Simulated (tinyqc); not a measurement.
# Elastic strain and critical thickness of a cubic alloy layer A(1-x)B(x) on a thick substrate, step by step

A worked calculation. Computed by tinyqc, a small Python program that keeps every step. Command: `OMP_NUM_THREADS=1 python tinyqc.py 3012009 3012010 out.jsonl misfit walk`. One thread of a shared host (Intel(R) Xeon(R) Processor @ 2.30GHz), about 0.01 s of CPU time with the checks. Intermediate numbers are printed to about 7 digits and carried at full precision; extremes and crossings named in words are read from the listed rows.

Strain is positive in tension. The layer is coherent with the substrate unless said otherwise.

Inputs (values chosen for the exercise, for a model alloy):
```
quantity                                 value        unit
fraction x of B                           0.17           -
lattice constant a_A                     5.869    angstrom
lattice constant a_B                     6.058    angstrom
substrate lattice constant a_S           5.863    angstrom
layer thickness h                          270          nm
biaxial modulus of the substrate M_S      85.7         GPa
substrate thickness t_S                    775  micrometre
wafer diameter W                           100          mm
X-ray wavelength                      1.540593    angstrom
start of the iteration h0/b                 20           -
```

Growth plane: (001). Layer: uncapped. Misfit dislocation: edge.

C11, C12, C44 of A (GPa): 105  55.17  49.12

C11, C12, C44 of B (GPa): 76.55  44.27  38.51

## Alloy by Vegard's rule, and misfit

a = (1 - x) a_A + x a_B, the same rule for each C_ij; misfit f = (a_S - a)/a, the in-plane strain of the coherent layer.

free lattice constant a = 5.90113 angstrom

elastic constants (GPa): C11 100.1635, C12 53.3170, C44 47.3163

misfit f = -0.006461474

The layer is compressed in the plane by 0.65 %.

## Biaxial strain, stress and energy

(001): D = 2 C12/C11, M = C11 + C12 - 2 C12^2/C11. The free surface carries no normal stress, so e_perp = -D f; dV/V = 2 f + e_perp; stress = M f; energy per area = M f^2 h (1 GPa nm = 1 J/m^2).

ratio D = 1.064599

normal strain e_perp = 0.006878882

volume strain dV/V = -0.006044067

biaxial modulus M = 96.71925 GPa

in-plane stress = -0.6249490 GPa

strain energy per area = 1.090285 J/m^2

## Symmetric X-ray reflection

Reflection 004: d = a_perp/sqrt(16), with a_perp = a (1 + e_perp) for the coherent layer, a for the relaxed layer and a_S for the substrate; sin(theta) = lambda/(2 d).

Bragg angles:
```
crystal         a_perp (angstrom)  theta (degrees)  from substrate (arcsec)
substrate                5.863000         31.70397                    0.000
coherent layer           5.941723         31.23623                -1683.875
relaxed layer            5.901130         31.47557                 -822.256
```

peak separation of the coherent layer = -1683.875 arcsec

The coherent layer lies 2.05 times as far from the substrate peak as a relaxed one, about 1 + D = 2.06: reading its peak as relaxed would overstate the mismatch by that factor.

## Isotropic constants and the prefactor A

Voigt averages: G = (C11 - C12 + 3 C44)/5, B = (C11 + 2 C12)/3, nu = (3 B - 2 G)/(2 (3 B + G)); b = a/sqrt(2). Edge dislocation with b in the interface: cos alpha = 0, cos lambda = 1. Matthews-Blakeslee: h_c = A [ln(h_c/b) + 1], A = b (1 - nu cos^2 alpha)/(8 pi |f| (1 + nu) cos lambda), the factor 8 pi being that of an uncapped layer.

shear modulus G = 37.75908 GPa

Poisson ratio nu = 0.2684028

Burgers vector b = 0.4172729 nm

prefactor A = 2.025776 nm

## Critical thickness by fixed-point iteration

Start at h0, put the right side back in, and stop when the change is below 1e-9 h or h turns negative.

Iteration:
```
step  h in (nm)  h out (nm)    change (nm)
1      8.345458    8.094460  -2.509979e-01
2      8.094460    8.032598  -6.186224e-02
3      8.032598    8.017056  -1.554154e-02
4      8.017056    8.013133  -3.923287e-03
5      8.013133    8.012142  -9.915919e-04
6      8.012142    8.011891  -2.506969e-04
7      8.011891    8.011827  -6.338678e-05
8      8.011827    8.011811  -1.602717e-05
9      8.011811    8.011807  -4.052446e-06
10     8.011807    8.011806  -1.024656e-06
11     8.011806    8.011806  -2.590832e-07
12     8.011806    8.011806  -6.550889e-08
13     8.011806    8.011806  -1.656385e-08
14     8.011806    8.011806  -4.188150e-09
```

critical thickness h_c (Matthews-Blakeslee) = 8.011806 nm

Converged; near the root each step shrinks the error by A/h_c = 0.253. h_c is 19.2 Burgers vectors. Caution: an edge dislocation with b in the interface cannot reach it by glide, so the force balance is formal for it.

## Equilibrium strain at the thickness h

For h > h_c the same force balance gives the strain left, |e| = |f| A [ln(h/b) + 1]/h, and below h_c e = f; relaxation = 1 - e/f; dislocations per length across each line direction = (|f| - |e|)/(b cos lambda).

strain left e = -3.622610e-04

relaxation = 94.39352 %

dislocation line density = 14.61684 1/micrometre

h is 33.70 h_c: in equilibrium dislocations lie 68.4 nm apart; slow nucleation and glide can keep a real layer more strained.

## Wafer curvature of the coherent layer

Stoney: curvature = 6 |stress| h/(M_S t_S^2); radius = 1/curvature; bow = curvature W^2/8.

curvature = 0.01966869 1/m

radius of curvature = 50.84224 m

bow = 24.58586 micrometre

Caution: the curvature assumes a coherent layer, but h exceeds h_c.

## Force balance against energy balance

People-Bean: h_c = P ln(h_c/b), P = (1 - nu)/(1 + nu) b^2/(16 pi sqrt(2) a f^2). The misfit is scaled by 0.25, 0.4, 0.6, 1, 1.5, 2.2 at fixed a, b and nu; the upper root is taken, and rows with A < 1.3 b or P < 3 b, where the roots shrink to the core size or vanish, are left out.

Critical thickness:
```
|f| (%)   Matthews-Blakeslee (nm)  People-Bean (nm)     ratio
0.161537                 46.25381          9172.886  198.3163
0.258459                 25.98916          3206.464  123.3770
0.387688                 15.60360          1278.657   81.9463
0.646147                  8.01181           392.610   49.0040
0.969221                  4.58847           149.966   32.6833
1.421524                  2.60843            58.579   22.4574
```

The exponents d ln h_c/d ln f are -1.23 and -2.24 between the first rows, steeper than the -1 and -2 of the prefactors because of the logarithm. The ratio falls from 198 to 22.5 as the misfit grows. Where People-Bean lies above, a layer between the lines is metastable: dislocations would lower the energy but have to be nucleated.

Checks made by the program: D and M against the full stiffness tensor (relative difference below 1e-10); h_c against the Lambert function, -A W_(-1)(-b/(A e)) (relative difference 2e-10).
